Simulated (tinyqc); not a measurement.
# BCS gap equation with a constant attraction inside the Debye window, step by step

A worked calculation. Computed by tinyqc, a small Python program that keeps every step. Command: `OMP_NUM_THREADS=1 python tinyqc.py 3012768 3012769 out.jsonl bcs walk`. One thread of a shared host (Intel(R) Xeon(R) Processor @ 2.30GHz), about 0.01 s of CPU time with the checks. Intermediate numbers are printed to about 6 digits and carried at full precision; extremes and crossings named in words are read from the listed rows.

Pairs attract with strength V for |xi| < k_B Theta; N(0) is the density of states for one spin. Energies are given as temperatures (E/k_B, in K) unless marked.

Inputs (values chosen for the exercise, modelled on vanadium):
```
quantity                  value      unit
coupling N(0)V            0.228         -
Debye temperature Theta     379         K
temperature T              2.41         K
Fermi velocity v_F       270000       m/s
electron density n         6.92  1e28/m^3
mean free path l            690        nm
junction resistance R_n      16  kilo-ohm
```

Solver: secant.

Constants: k_B = 8.617333262e-05 eV/K; hbar = 1.054571817e-34 J s; k_B = 1.380649e-23 J/K; m_0 = 9.1093837015e-31 kg; eps_0 = 8.8541878128e-12 F/m; c = 299792458 m/s; e = 1.602176634e-19 C; h = 6.62607015e-34 J s.

## Gap at zero temperature

At T = 0 the gap equation 1/(N(0)V) = int_0^Theta d xi/sqrt(xi^2 + Delta^2) has the integral arcsinh(Theta/Delta), so Delta_0 = Theta/sinh(1/(N(0)V)); weak coupling gives 2 Theta exp(-1/(N(0)V)).

Delta_0 = 9.43922 K

weak-coupling Delta_0 = 9.43776 K

Delta_0 in meV = 0.813409 meV

## Critical temperature

Gap equation: 1/(N(0)V) = I(Delta, T) = int_0^Theta tanh(E/2T)/E d xi, E = sqrt(xi^2 + Delta^2); 64 Gauss-Legendre points in y with xi = max(Delta, T) sinh(y). T_c solves I(0, T_c) = 1/(N(0)V); the weak-coupling form is T_c = (2 e^C/pi) Theta exp(-1/(N(0)V)) with Euler's C = 0.5772157, and 2 Delta_0/T_c then tends to 2 pi e^-C = 3.528.

T_c = 5.35058 K

weak-coupling T_c = 5.35058 K

2 Delta_0/T_c = 3.52830

T_c/Theta = 0.0141; the ratio lies +0.02 % from 3.528, so the universal weak-coupling laws hold.

## One evaluation of the gap equation

Take Delta = Delta_0 as the trial; the fixed-point update is Delta(new) = N(0)V Delta I(Delta, T).

I(Delta_0, T) = 4.36181

updated Delta = 9.38723 K

## Gap at temperature T

Residual r = N(0)V I - 1, with Delta_0 = Theta/sinh(1/(N(0)V)). Secant steps in Delta^2, from Delta_0 and 0.9 Delta_0, with Delta^2 kept at or above 1e-6 K^2. Stop when |r| < 1e-9 or after 40 steps.

Iterations:
```
step  Delta (K)    residual r
1       9.20120  -3.23496e-04
2       9.18732  -1.87240e-05
3       9.18646   2.36735e-08
4       9.18646  -1.73095e-12
```

converged (1 yes, 0 no) = 1

Delta(T) = 9.18646 K

Converged in 4 steps: Delta(T)/Delta_0 = 0.9732 at T/T_c = 0.450.

## Lengths and fields

xi_0 = hbar v_F/(pi Delta_0); lambda_L = sqrt(m_0 eps_0 c^2/(n e^2)); N(0) = 3 n/(2 m_0 v_F^2) for one spin; condensation energy N(0) Delta_0^2/2 = B_c^2/(2 mu_0), mu_0 = 1/(eps_0 c^2); with scattering lambda = lambda_L sqrt(1 + xi_0/l) in the local limit (where xi_0 and l both exceed lambda, nonlocal response makes the true depth larger); Ginzburg-Landau kappa = 0.96 lambda_L/xi_0 + 0.72 lambda_L/l. Free-electron mass throughout; heavier carriers, as in niobium or vanadium, give a larger lambda_L and kappa and can make the metal type II.

coherence length xi_0 = 69.5457 nm

London depth lambda_L = 20.2012 nm

critical field B_c(0) = 182.648 mT

depth with scattering = 21.1948 nm

Ginzburg-Landau kappa = 0.299933

Kappa lies below 1/sqrt(2): type I, and the sample is clean, l well above xi_0.

## A tunnel junction of this metal

Ambegaokar-Baratoff: I_c R_n = (pi Delta/(2e)) tanh(Delta/2T); Josephson energy E_J = hbar I_c/(2e), given as E_J/h; inductance hbar/(2 e I_c); thermal quasiparticle fraction x = n_qp/(2 N(0) Delta) = sqrt(2 pi T/Delta) exp(-Delta/T), valid for T well below Delta.

I_c R_n = 1189.69 microvolt

critical current I_c = 74.3559 nA

E_J/h = 36.9313 GHz

Josephson inductance = 4.42609 nH

quasiparticle fraction x = 0.0283841

## Gap and superfluid density against temperature

Interpolation tanh(1.74 sqrt(T_c/T - 1)); near T_c, 1.74 sqrt(1 - T/T_c). Clean-limit superfluid fraction 1 - (1/2T) int_0^(40 T) cosh^-2(E/2T) d xi (64 points); two-fluid rule 1 - (T/T_c)^4.

Reduced quantities:
```
T/T_c  Delta/Delta_0  tanh form  square-root form  superfluid fraction  two-fluid rule
0.10        1.000000   0.999942           1.65071             1.000000        0.999900
0.20        0.999877   0.998104           1.55630             0.998855        0.998400
0.30        0.997126   0.990221           1.45579             0.981776        0.991900
0.40        0.985041   0.972207           1.34780             0.927967        0.974400
0.50        0.956899   0.940227           1.23037             0.834117        0.937500
0.60        0.907017   0.889746           1.10047             0.706781        0.870400
0.70        0.828802   0.814110           0.95304             0.553834        0.759900
0.80        0.711079   0.701374           0.77815             0.381893        0.590400
0.90        0.526376   0.522665           0.55024             0.196022        0.343900
0.95        0.380344   0.379250           0.38908             0.099085        0.185494
0.98        0.243602   0.243575           0.24607             0.039870        0.077632
```

The tanh form misses the gap by at most about 0.017 (at T/T_c = 0.6); the square-root form is within 3 % only from T/T_c = 0.95. The gap keeps 99 % of Delta_0 up to T/T_c = 0.3, since quasiparticles are exponentially few. The two-fluid rule exceeds the BCS superfluid fraction most, by 0.21, at T/T_c = 0.8.

Checks made by the program: weak-coupling T_c, allowing for terms of order exp(-Theta/T_c) (relative difference below 1e-10).
